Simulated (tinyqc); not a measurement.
Gated graphene, quantum capacitance: two steps of the calculation.

phi is the Fermi level above the Dirac point, in volts; Vg is counted from the gate voltage of charge neutrality. Ideal linear bands, no charge puddles.

Values chosen for this exercise; values close to those of graphene: temperature T = 77 K; relative permittivity of the gate insulator (close to aluminium oxide) eox = 9.22; insulator thickness tox = 2.1 nm; Fermi velocity vF = 1.09e6 m/s; density of traps Dit = 9.7e11 cm^-2 eV^-1; gate voltage Vg = 0.04 V.

Constants: q = 1.602176634e-19 C, kB = 1.380649e-23 J/K, hbar = 1.054571817e-34 J s, Vt = kB T/q, eps0 = 8.8541878128e-14 F/cm where lengths are in cm. Results are converted to the units shown.

Task 1. Gate capacitance. Cox = eps0 eox/tox.

Wanted: Cox.

Result 1.

Cox = 3.8874 uF/cm^2

Task 2. New phi. N0 = (2/pi)(kB T/(hbar vF))^2; n = N0 F1(phi/Vt), p = N0 F1(-phi/Vt), F1(e) = int_0^infinity u du/(1 + exp(u - e)) = -Li2(-exp(e)); Cq = q d(n - p)/dphi = (q N0/Vt) ln[2 (1 + cosh(phi/Vt))]. Substitution: phi(new) = Vg - q (n - p + Dit phi)/Cox.

phi after iteration 2 = 0.034179516 V
Cox = 3.8874101 uF/cm^2

Give: n; p; phi after iteration 3.

Result 2.

n = 8.117e10 cm^-2
p = 3.150e7 cm^-2
phi after iteration 3 = 0.03529 V

tinyqc, about 0.01 s, one thread, Intel Xeon 2.30GHz (shared host): `OMP_NUM_THREADS=1 python tinyqc.py 2200134 2200135 out.jsonl`
